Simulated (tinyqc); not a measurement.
Worked calculation: shallow acceptor in the spherical four-band model. Values are carried at full precision from step to step, so a last printed digit may differ when a step is redone from the rounded ones.

Units Ry* = Ry/(g1 eps^2) and a* = a0 eps g1; mu = (6 g3 + 4 g2)/(5 g1) is the spherical heavy-light coupling and delta = (g3 - g2)/g1 the cubic term, which is left out.

Constants: Ry = 13.60569312 eV; a0 (Bohr radius) = 0.5291772105 angstrom.

Parameters, chosen for this exercise (near those of a shallow acceptor in GaAs; not measured data): g1 = 6.98 (Luttinger gamma1); g2 = 2.06 (gamma2); g3 = 2.93 (gamma3); eps = 13 (dielectric constant); al = (0.384, 2.31, 13.8) 1/a*^2 (exponents a_i, the same for f and g); Dso = 0.341 eV (spin-orbit splitting).

## Units and couplings

Give Ry*, a*, mu, delta and the spherical masses 1/(g1 (1 -/+ mu)).

Ry* = 11.534 meV
a* = 48.02 angstrom
mu = 0.73983
delta = 0.1246

heavy and light mass (m0): 0.5507  0.0823

A hydrogen model with the heavy mass would bind by Ry*/(1 - mu) = 44.3 meV and with the light mass by 6.6 meV. delta/mu = 0.17: the cubic term is a modest correction.

## Matrices in a small basis

The ground state 1S3/2 has an L = 0 part f(r) and an L = 2 part g(r). In units of Ry* and a*, with Gaussians f_i = exp(-a_i r^2), g_i = r^2 exp(-a_i r^2), A = a_i + a_j and I(n) = Gamma((n + 1)/2)/(2 A^((n + 1)/2)): S_ff = I(2), S_gg = I(6), H_ff = (6 a_i a_j/A) I(2) - 2 I(1), H_gg = (14 a_i a_j/A) I(6) - 2 I(5), H_fg = -mu [15 I(2) - 20 a_j I(4) + 4 a_j^2 I(6)]; each function is then normalised. The split-off band is left out.

Form S and H.

S:
```
,f1,f2,f3,g1,g2,g3
f1,1.0000,0.5847,0.1849,0,0,0
f2,0.5847,1.0000,0.5868,0,0,0
f3,0.1849,0.5868,1.0000,0,0,0
g1,0,0,0,1.0000,0.2858,0.0195
g2,0,0,0,0.2858,1.0000,0.2883
g3,0,0,0,0.0195,0.2883,1.0000
```

H (Ry*):
```
,f1,f2,f3,g1,g2,g3
f1,-0.8257,-1.0106,-1.1572,-1.1003,-0.3145,-0.0214
f2,-1.0106,2.0793,1.6517,-1.8919,-6.6189,-1.9084
f3,-1.1572,1.6517,29.5440,-0.7704,-11.4008,-39.5417
g1,-1.1003,-1.8919,-0.7704,1.6332,0.7529,0.0136
g2,-0.3145,-6.6189,-11.4008,0.7529,13.5830,6.5945
g3,-0.0214,-1.9084,-39.5417,0.0136,6.5945,90.2768
```

## Ground state in the small basis

Solve H u = E S u for the lowest level of the acceptor; the first half of the basis is L = 0 and the second L = 2. Give E, E without the f-g block, and the L = 2 weight u_g S_gg u_g with u S u = 1.

E = -1.967 Ry*
E without coupling = -0.915 Ry*
L = 2 weight = 0.231

Without the coupling the exact value is -1, which this basis, tuned to the compact coupled state, misses by 0.085. The coupling to L = 2 takes the level to 1.97 times that exact value.

## Converged result

Converged values use 22 exponents 2.2^i, i = -7 to 14, for f and for g.
Ground and next level of the same symmetry, L = 2 weight and mean radius.

1S3/2 and 2S3/2 (Ry*): -2.077  -0.613

binding energies (meV): 24.0  7.1

L = 2 weight = 0.251
<r> = 37.9 angstrom

The small basis reaches 95 % of the binding. The ratio 1S/2S is 3.39 (4 for hydrogen). The binding is 0.07 of Dso, so leaving out the split-off band is safe.

## Checks

- Level at mu = 0 against -1 Ry*: both -1.0000.
- Ground level from a second, denser basis, Ry*: both -2.077.

tinyqc: `OMP_NUM_THREADS=1 python tinyqc.py 1252496 1252497 out.jsonl`; about 0.04 s, one thread, shared Intel(R) Xeon(R) Processor @ 2.30GHz.
